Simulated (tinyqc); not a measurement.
Empirical pseudopotential in a few plane waves, step by step. One step of it, computed by the program tinyqc.

Problem. Bloch Hamiltonian at k. Basis: the 15 shortest G (labels in 2 pi/a), the same at every k. H(G,G') = c |k + G|^2 delta + VS(|G-G'|^2) cos((G-G').tau) + i VA sin((G-G').tau), tau = a/8 (1,1,1); 1 Ry = 13.605693 eV.

Parameters chosen for this model: fcc lattice, atoms at +/- a/8 (1,1,1); form factors in rydberg at |G|^2 in units of (2 pi/a)^2:
```
parameter                 value      unit
a                      6.240000  angstrom
VS(3)                 -0.245000        Ry
VS(8)                  0.000000        Ry
VS(11)                 0.054000        Ry
VA(3)                         0        Ry
VA(4)                         0        Ry
VA(11)                        0        Ry
hbar^2/2m (2 pi/a)^2   3.862900        eV
```

k point k (2 pi / a): -0.410000  0.140000  0.370000

Give: H(k) at k.

Solution.

H(k) at k (eV):
```
        +0+0+0  -1-1-1  -1-1+1  -1+1-1  -1+1+1  +1-1-1  +1-1+1  +1+1-1
+0+0+0   1.254   2.357  -2.357  -2.357  -2.357  -2.357  -2.357  -2.357
-1-1-1   2.357  12.070   0.000   0.000   0.000   0.000   0.000   0.000
-1-1+1  -2.357   0.000  17.787   0.000   0.000   0.000   0.000   0.000
-1+1-1  -2.357   0.000   0.000  14.233   0.000   0.000   0.000   0.000
-1+1+1  -2.357   0.000   0.000   0.000  19.950   0.000   0.000   0.000
+1-1-1  -2.357   0.000   0.000   0.000   0.000   5.735   0.000   0.000
+1-1+1  -2.357   0.000   0.000   0.000   0.000   0.000  11.452   0.000
+1+1-1  -2.357   0.000   0.000   0.000   0.000   0.000   0.000   7.898
+1+1+1   2.357   0.000   0.000   0.000   0.000   0.000   0.000   0.000
-2+0+0   0.000  -2.357  -2.357  -2.357   2.357   0.520  -0.520  -0.520
+0-2+0   0.000  -2.357  -2.357   0.520  -0.520  -2.357   2.357  -0.520
+0+0-2   0.000  -2.357   0.520  -2.357  -0.520  -2.357  -0.520   2.357
+0+0+2   0.000  -0.520   2.357  -0.520  -2.357  -0.520  -2.357   0.520
+0+2+0   0.000  -0.520  -0.520   2.357  -2.357  -0.520   0.520  -2.357
+2+0+0   0.000  -0.520  -0.520  -0.520   0.520   2.357  -2.357  -2.357

        +1+1+1  -2+0+0  +0-2+0  +0+0-2  +0+0+2  +0+2+0  +2+0+0
+0+0+0   2.357   0.000   0.000   0.000   0.000   0.000   0.000
-1-1-1   0.000  -2.357  -2.357  -2.357  -0.520  -0.520  -0.520
-1-1+1   0.000  -2.357  -2.357   0.520   2.357  -0.520  -0.520
-1+1-1   0.000  -2.357   0.520  -2.357  -0.520   2.357  -0.520
-1+1+1   0.000   2.357  -0.520  -0.520  -2.357  -2.357   0.520
+1-1-1   0.000   0.520  -2.357  -2.357  -0.520  -0.520   2.357
+1-1+1   0.000  -0.520   2.357  -0.520  -2.357   0.520  -2.357
+1+1-1   0.000  -0.520  -0.520   2.357   0.520  -2.357  -2.357
+1+1+1  13.615  -0.520  -0.520  -0.520  -2.357  -2.357  -2.357
-2+0+0  -0.520  23.041   0.000   0.000   0.000   0.000   0.000
+0-2+0  -0.520   0.000  14.542   0.000   0.000   0.000   0.000
+0+0-2  -0.520   0.000   0.000  10.988   0.000   0.000   0.000
+0+0+2  -2.357   0.000   0.000   0.000  22.423   0.000   0.000
+0+2+0  -2.357   0.000   0.000   0.000   0.000  18.869   0.000
+2+0+0  -2.357   0.000   0.000   0.000   0.000   0.000  10.370
```
